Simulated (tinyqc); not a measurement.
Inside a calculation. Model: Schottky emission and Poole-Frenkel conduction in an insulator, and how to tell them apart.

tinyqc, about 0.01 s, one thread, Intel Xeon 2.30GHz (shared host): `OMP_NUM_THREADS=1 python tinyqc.py 2370005 2370006 out.jsonl` Printed values are rounded.

Schottky emission (electrode-limited): J = As T^2 exp[-(pb - b sqrt(F))/Vt], b = sqrt(q/(4 pi eps0 ei)). Poole-Frenkel emission (bulk-limited): J = s0 F exp[-(pt - 2 b sqrt(F))/Vt]. F in V/cm.

Values chosen for this exercise; dielectric values close to those of zirconium oxide: temperature T = 350 K; high-frequency relative permittivity ei = 4.63; static relative permittivity es = 24.2; trap depth pt = 0.88 eV; Poole-Frenkel prefactor s0 = 0.024 S/cm; electrode barrier pb = 1.38 eV; Richardson constant As = 13 A/(cm^2 K^2); field F = 2.1 MV/cm.

Constants: q = 1.602176634e-19 C, kB = 1.380649e-23 J/K, Vt = kB T/q, eps0 = 8.8541878128e-14 F/cm where lengths are in cm. Results are converted to the units shown.

Range of the model: At the field F a Fowler-Nordheim estimate for tunnelling through pb (mass 0.4 m0) gives 4.0e-8 A/cm^2, more than Schottky emission.

## Both currents at one field

Lowerings b sqrt(F) and 2 b sqrt(F); the image-force maximum lies at sqrt(q/(16 pi eps0 ei F)) from the electrode.

Schottky lowering = 255.561 meV
position of the barrier top = 0.608479 nm
Poole-Frenkel lowering = 511.123 meV
J, Schottky = 1.02536e-10 A/cm^2
J, Poole-Frenkel = 0.245940 A/cm^2

Injection and bulk transport act in series, so the smaller capacity limits the current: here the electrode, by a factor of 2.40e9.

## Which mechanism made these data

```
point  F (MV/cm)  J (A/cm^2)
0           0.88   1.446e-12
1           1.53   8.302e-12
2           2.19   3.436e-11
3           2.84   1.142e-10
4            3.5    3.38e-10
```

The data come from another sample of the same dielectric, in which one mechanism alone limits the current. Fit straight lines by least squares: ln J on sqrt(F) (Schottky plot, slope b/Vt) and ln(J/F) on sqrt(F) (Poole-Frenkel plot, slope 2 b/Vt), F in V/cm, and read a permittivity from each slope. The right mechanism gives a value near ei, and in any case between ei and es.

slope of the Schottky plot = 0.00584754 (cm/V)^0.5
permittivity read as Schottky = 4.62939
slope of the Poole-Frenkel plot = 0.00437224 (cm/V)^0.5
permittivity read as Poole-Frenkel = 33.1224

Both plots are nearly straight, so straightness decides nothing. Read as Schottky the data give 4.63, which matches ei = 4.63; read as Poole-Frenkel they give 33.1, above even the static value 24.2. The data were made by Schottky emission.
